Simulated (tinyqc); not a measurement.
What moves the results: thin-body film or fin with hard walls, valleys of the Si type. A value that a table varies takes the place of the one given here.

Six ellipsoidal valleys with their long axes along the cube axes, mass ml along the axis and mt across it. For a valley whose axis makes the angle theta with the surface normal, 1/m_z = cos^2(theta)/ml + sin^2(theta)/mt sets the confinement; in the plane the masses are m_1 = mt and m_2 = ml mt/m_z, and m_d = sqrt(m_1 m_2).

A film of thickness t between hard walls, flat band inside: E_n = c (n pi/t)^2/m_z above the bulk edge, c = hbar^2/2m0. Without degeneracy the sheet density is N2 exp((EF - Ec)/kB T) with N2 = sum_i g m_d/(2 pi c) kB T exp(-E_i/kB T) over n = 1 to 40 of each group; a classical film has t Nc with Nc = 2 g_all (m_dos kB T/(4 pi c))^(3/2), m_dos = (ml mt^2)^(1/3). The threshold shift is dVt = kB T ln(t Nc/N2).

Constants: hbar^2/2m0 = 3.80998211 eV angstrom^2; kB = 8.617333262e-05 eV/K.

Values chosen for the exercise (near those of Si; shifted at random, so the results belong to these values and not to a real crystal):
```
symbol  value                           unit      meaning
ml      0.918                           m0        longitudinal mass
mt      0.19                            m0        transverse mass
face    111                                       face of the film or side wall of the fin
T       300                             K         temperature
g_all   6                                         number of valleys
ts      (15, 25, 35, 50, 80, 120, 200)  angstrom  thicknesses
Vox     1.79                            eV        barrier of an HfO2-like oxide
mox     0.19                            m0        mass in the oxide
t       40                              angstrom  body thickness
```

## Thinning the body

Valleys (masses in m0):
```
valleys g  cos^2(theta)      m_z      m_1      m_2      m_d
6               0.33333  0.25827  0.19000  0.67533  0.35821
```

For each t: the lowest level E1, the share of its group, dVt, the sensitivity |dE1/dt| = 2 E1/t, and E1 for finite barriers from k t + 2 atan[(k/m_z)/(kappa/mox)] = pi with k = sqrt(m_z E/c), kappa = sqrt(mox (Vox - E)/c).

Results:
```
t (angstrom)  E1 (eV)  share of its group (%)  dVt (mV)  |dE1/dt| (meV/angstrom)  E1, finite barrier (meV)
15             0.6471                   100.0     602.3                    86.28                     356.8
25             0.2330                   100.0     201.4                    18.64                     161.3
35             0.1189                   100.0      96.0                     6.79                      91.0
50             0.0582                   100.0      44.6                     2.33                      48.2
80             0.0227                   100.0      19.5                     0.57                      20.2
120            0.0101                   100.0      11.2                     0.17                       9.3
200            0.0036                   100.0       6.1                     0.04                       3.5
```

dVt falls from 602 mV at 15 angstrom to 6.1 mV at 200. E1 exceeds kB T = 25.9 meV up to 50 angstrom of those listed. In the thinnest film dVt differs from E1/e by -45 mV, which comes from the count of states. The sensitivity goes as 1/t^3, so one angstrom of roughness moves E1 by 86.3 meV at the thin end and 0.04 meV at the thick end. Hard walls overestimate E1 by 81 % and 5 % at the two ends. Levels above about 0.2 eV already feel non-parabolicity.

## Which face

The same thickness on four faces; m_1 and m_2 are the in-plane masses of the lowest group.

Results:
```
face   valleys of lowest     m_z  E1 (eV)  share (%)  dVt (mV)    m_1    m_2
(100)                  2  0.9180   0.0256       91.4      47.4  0.190  0.190
(110)                  4  0.3148   0.0746       91.2      65.9  0.190  0.554
(111)                  6  0.2583   0.0910      100.0      71.6  0.190  0.675
(211)                  2  0.4031   0.0583       71.1      64.2  0.190  0.433
```

The threshold shift is smallest on (100) (47.4 mV) and largest on (111) (71.6 mV). The lowest E1 belongs to (100), the same face: the heavy m_z outweighs the smaller number of valleys. Since m_z m_1 m_2 = ml mt^2 on every face, a heavy confinement mass comes with light masses in the plane.

## What each parameter does

E1 is the lowest level, and the share is that of its group in N2. Each row changes one parameter from the base and keeps the others.

Results:
```
case             E1 (eV)  share (%)  dVt (mV)  Nc (1e19/cm^3)
base              0.0910      100.0      71.6           2.741
t = 36 angstrom   0.1123      100.0      90.2           2.741
T = 270 K         0.0910      100.0      72.3           2.340
ml = 1.01 m0      0.0902      100.0      70.9           2.875
mt = 0.209 m0     0.0835      100.0      65.2           3.015
```

The largest shifts from the base row, up to three for each result and ties (the steps differ in size, so this ranks the rows, not the parameters). E1 (eV): t +0.0213, mt -0.0075, ml -0.0008; unchanged at the printed digits by T. share (%): unchanged at the printed digits by t, T, ml and mt. dVt (mV): t +18.6, mt -6.4, T +0.7, ml -0.7. Nc (1e19/cm^3): T -0.401, mt +0.274, ml +0.134; unchanged at the printed digits by t.

Run: tinyqc, `OMP_NUM_THREADS=1 python tinyqc.py 1280303 1280304 out.jsonl`; Intel(R) Xeon(R) Processor @ 2.30GHz, one thread, shared host; about 0.01 s of CPU time with all checks.
